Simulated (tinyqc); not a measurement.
Worked calculation: Koster-Slater impurity in a tight-binding band, by Green functions and by supercells. Computed by tinyqc, a small Python program that keeps every step. Command: `OMP_NUM_THREADS=1 python tinyqc.py 3027607 3027608 out.jsonl kosterslater walk`. One thread of a shared host (Intel(R) Xeon(R) Processor @ 2.30GHz), about 0.02 s of CPU time with the checks. Intermediate numbers are printed to about 6 digits and carried at full precision; extremes and crossings named in words are read from the listed rows.

One orbital per site, e(k) = -2 t sum cos(k_i) over 2 direction(s), band from -4 t to 4 t, lattice constant 1. One site has the extra energy U. Spin is left out.

Inputs (values chosen for the exercise, for a model band): hopping t = 1.7 eV; impurity potential U = 11.3 eV; supercell edge N = 2 sites; energy inside the band E = 2.33 eV; broadening eta = 0.14 eV; impurity concentration c = 0.006 per site.

Lattice: square.

Constants: hbar = 6.582119569e-16 eV s.

## The host Green function outside the band

Outside the band G0(E) = (2/(pi E)) K(m), m = 16 t^2/E^2, K the complete elliptic integral with parameter m. A bound state solves 1/U = G0(E). Energies: 0.05, 0.2, 0.5, 1, 2, 4 and 8 t beyond the band edge on the side of U, rounded to four digits.

Scan on the side of U:
```
E (eV)  G0 (1/eV)  1/U - G0 (1/eV)
6.885    0.300877        -0.212381
7.140    0.232931        -0.144436
7.650    0.186021        -0.097525
8.500    0.149441        -0.060946
10.200   0.112948        -0.024452
13.600   0.078910         0.009585
20.400   0.050474         0.038022
```

G0 diverges at the band edge, so any U binds a state, exponentially weakly when U is small.

## The bound state

Bisection in ln(distance from the edge) between 1e-5 t and |U| + t. Weight on the impurity site: -1/(U^2 dG0/dE), by a central difference with step min(1e-4 t, distance/30). Decay length along an axis: 1/arccosh(1 + distance/(2 t)).

level E_b = 12.3440 eV

distance from the band edge = 5.54400 eV

weight on the impurity site = 0.904290

decay length = 0.616487 sites

The state is compact: most of it sits on the impurity.

## Green function inside the band

Inside the band G0(z), z = E + i eta, comes from the chain form 1/(sqrt(y - 2t) sqrt(y + 2t)) (principal roots) at y = z + 2 t cos k, averaged over k in (0, pi) with 200 Gauss-Legendre points.

G0(E + i eta) = 0.146412-0.233549i 1/eV

## Scattering

T = U/(1 - U G0); phase shift delta = -arg(1 - U G0) in (-pi, pi]; host density of states -Im G0/pi; on the impurity -Im[G0/(1 - U G0)]/pi; lifetime of a band state hbar/(-2 c Im T).

T matrix = -1.00030-4.03370i eV

phase shift delta = -1.81388 rad

host density of states = 0.0743409 1/eV

density of states on the impurity = 0.0100554 1/eV

scattering lifetime = 13.5982 fs

The Born approximation would take Im T = U^2 Im G0 = -29.8 eV, 7.39 times the full value.

## The supercell Hamiltonian at Gamma

H_ij = -t for each bond from i to j, images included (two bonds add when N = 2); H_11 = U; sites are numbered with the last coordinate running fastest. Diagonalise.

H (eV):
```
[[11.3, -3.4, -3.4, 0.0],
 [-3.4, 0.0, 0.0, -3.4],
 [-3.4, 0.0, 0.0, -3.4],
 [0.0, -3.4, -3.4, 0.0]]
```

levels (eV): [-5.5434, 0.0000, 3.5436, 13.2998]

## The level in the supercell

In a periodic cell of N sites along each direction with Bloch vector K, the level solves 1/U = N^-d sum_k 1/(E - e(k)), k_i = (2 pi m_i + K_i)/N, m_i = 0..N-1; the outermost root on the side of U is taken (bisection). d is the number of directions. Gamma means K_i = 0, the zone corner K_i = pi, the quarter point K_i = pi/2. The error is measured against the isolated level E_b.

level at Gamma = 13.2998 eV

level at the corner = 11.3 eV

level at the quarter point = 12.3160 eV

error at Gamma = 0.955765 eV

width between Gamma and the corner = 1.99976 eV

Images turn the level into a band 2.00 eV wide; the quarter point misses the isolated level by -0.028 eV, far less than Gamma, because the leading hopping between images averages out there.

## Convergence with cell size

Even N; errors against the isolated level E_b, set to 0 below 1e-6 t.

Error of the level (eV):
```
N   sites        Gamma        corner  quarter point
2       4  9.55765e-01  -1.04400e+00   -2.79492e-02
4      16  2.87943e-02  -2.79492e-02   -2.94319e-05
6      36  8.91040e-04  -8.82099e-04              0
8      64  2.95008e-05  -2.94319e-05              0
12    144            0             0              0
16    256            0             0              0
```

The error at Gamma falls exponentially, between the last two resolved rows by exp(-1.704) per site against 1/(decay length) = 1.622; the rest is the power-law prefactor of the Green function. Gamma and the corner err in opposite directions. Among the sizes listed an error below 1 meV is first reached at N = 6 at Gamma; at the quarter point N = 4 is enough.

## Phase shift across the band

delta/pi = -arg(1 - U G0)/pi counts the states added below E (Friedel); host DOS = -Im G0/pi, DOS on the impurity = -Im[G0/(1 - U G0)]/pi; 13 evenly spaced energies from -(band edge + |U| + 2t) to +(band edge + |U| + 2t).

Across the spectrum:
```
E (eV)    Re G0 (1/eV)  host DOS (1/eV)  DOS on the impurity (1/eV)   delta/pi
-21.5000     -0.047743         0.000104                   0.0000440  -0.000766
-17.9167     -0.058001         0.000156                   0.0000570  -0.001066
-14.3333     -0.074274         0.000263                   0.0000779  -0.001618
-10.7500     -0.105235         0.000572                   0.0001194  -0.002955
-7.1667      -0.225850         0.005861                   0.0004629  -0.018622
-3.5833      -0.155962         0.062480                   0.0049783  -0.215348
0.0000        0.000000         0.157014                   0.0048961  -0.443495
3.5833        0.155962         0.062480                   0.0113581  -0.605380
7.1667        0.225850         0.005861                   0.0023898  -0.957586
10.7500       0.105235         0.000572                   0.0158157  -0.965935
14.3333       0.074274         0.000263                   0.0101647  -0.018500
17.9167       0.058001         0.000156                   0.0013148  -0.005121
21.5000       0.047743         0.000104                   0.0004922  -0.002561
```

delta/pi starts and ends near zero (-0.001 and -0.003): the impurity moves states but creates none. delta/pi is negative in the band, down to -0.97 among these rows (-1 just below the level for small eta), and the lost state returns at the level above the band (12.344 eV).

Checks made by the program: G0 at the level by a direct sum over directions (relative difference below 1e-10); diagonalisation against the k sum (relative difference below 1e-10).
